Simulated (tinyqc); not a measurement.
Worked calculation: static screening by free carriers. Values are carried at full precision from step to step, so a last printed digit may differ when a step is redone from the rounded ones.

kF = (3 pi^2 n/Mv)^(1/3), EF = c kF^2/m with c = hbar^2/2m0, n in 1/angstrom^3 (1e-24 per 1/cm^3), e2 = e^2/(4 pi eps0). Thomas-Fermi: qTF^2 = 6 pi e2 n/(eps EF). Debye: qD^2 = 4 pi e2 n/(eps kB T).

Constants: hbar^2/2m0 = 3.80998211 eV angstrom^2; e^2/(4 pi eps0) = 14.39964547 eV angstrom; kB = 8.617333262e-05 eV/K; a0 (Bohr radius) = 0.5291772105 angstrom; hbar = 6.58211957e-16 eV s.

Inputs chosen for the exercise (near those of Si; shifted at random, so the results belong to these values and not to a real crystal):
- n = 2.7e+20 1/cm^3 (carrier density)
- m = 0.3191 m0 (mass of one isotropic valley)
- Mv = 6 (valleys)
- eps = 11.7 (background dielectric constant)
- T = 300 K
- q = 0.122 1/angstrom (wave vector)
- aD = 13.5 angstrom (trial radius)
- NI = 8.1e+20 1/cm^3 (ionised impurities)

## Fermi and screening wave vectors

Also the effective Bohr radius aB = a0 eps/m and rs = (3/(4 pi n))^(1/3)/aB.

kF = 0.11004 1/angstrom
EF at 0 K = 144.6 meV
EF/kT = 5.59
qTF = 0.20815 1/angstrom
qD = 0.40190 1/angstrom
aB = 19.40 angstrom
rs = 0.495

The gas is degenerate, so the Thomas-Fermi value applies.

## Screening at finite temperature

F_j(eta) = (1/Gamma(j + 1)) integral_0^infinity x^j dx/(1 + exp(x - eta)), which tends to exp(eta) for eta << 0.

At finite T: qs^2 = qD^2 F_-1/2(eta)/F_1/2(eta), where n = Mv N F_1/2(eta) and N = 2 (m kB T/(4 pi c))^(3/2) with c = hbar^2/2m0, in 1/angstrom^3; times 1e24 for 1/cm^3.

Solve for eta and form qs.

n/(Mv N) = 9.948
eta = 5.436
qs = 0.2050 1/angstrom
screening length 1/qs = 4.879 angstrom

qs is 0.510 of the Debye value and 0.985 of the Thomas-Fermi value.

## Lindhard function at one q

Lindhard at zero temperature: eps(q)/eps = 1 + (qTF/q)^2 L(x), x = q/(2 kF), L(x) = 1/2 + ((1 - x^2)/(4x)) ln|(1 + x)/(1 - x)|.

Compare with Thomas-Fermi, 1 + (qTF/q)^2.

x = 0.5544
L(x) = 0.8903
eps(q)/eps, Lindhard = 3.591
eps(q)/eps, Thomas-Fermi = 3.911

The carriers respond with 89 % of their long-wave strength at this q.

## A donor in the screened potential

Donor in the screened potential -(e2/eps) exp(-qs r)/r with the trial function exp(-r/a): E(a) = c/(m a^2) - (e2/eps) 4/(a (2 + qs a)^2), e2 = e^2/(4 pi eps0), c = hbar^2/2m0; isotropic mass.

Evaluate both terms at a = aD.

kinetic term = 65.513 meV
potential term = -16.047 meV
E(aD) = 49.466 meV
unscreened level -m Ry/eps^2 (Ry = 13.60569312 eV) = -31.716 meV

This trial radius gives no binding, nor does any radius up to 3 aB.

## Ionised-impurity scattering at E = 3 kT

Brooks-Herring rate for an electron of energy E: 1/tau = NI (pi e2^2/(eps^2 hbar)) (sqrt(c/m)/E^(3/2)) Phi(b), with Phi = ln(1 + b) - b/(1 + b), b = (2k/qs)^2, k^2 = m E/c, NI in 1/angstrom^3.

e2 = e^2/(4 pi eps0), c = hbar^2/2m0; mobility estimate mu = tau/(m m0/e) with m0/e = 5.685630e-12 kg/C, times 1e4 for cm^2/(V s).

b = 0.6185
Phi = 0.0994
1/tau = 9.31e+13 1/s
mu at this energy = 59.2 cm^2/(V s)

b is not large: the electron wavelength is comparable with the screening length, outside the regime that the Brooks-Herring formula is meant for. In this degenerate gas the current is carried at EF, above 3 kT.

## Checks

- Scattering rate against the golden-rule integral over angles (1/s): both 9.308e+13.
- L(x) at x = 0.7 against the integral over the Fermi sphere: both 0.81595.

Run: tinyqc, `OMP_NUM_THREADS=1 python tinyqc.py 1651797 1651798 out.jsonl`; Intel(R) Xeon(R) Processor @ 2.30GHz, one thread, shared host; about 0.01 s of CPU time with all checks.
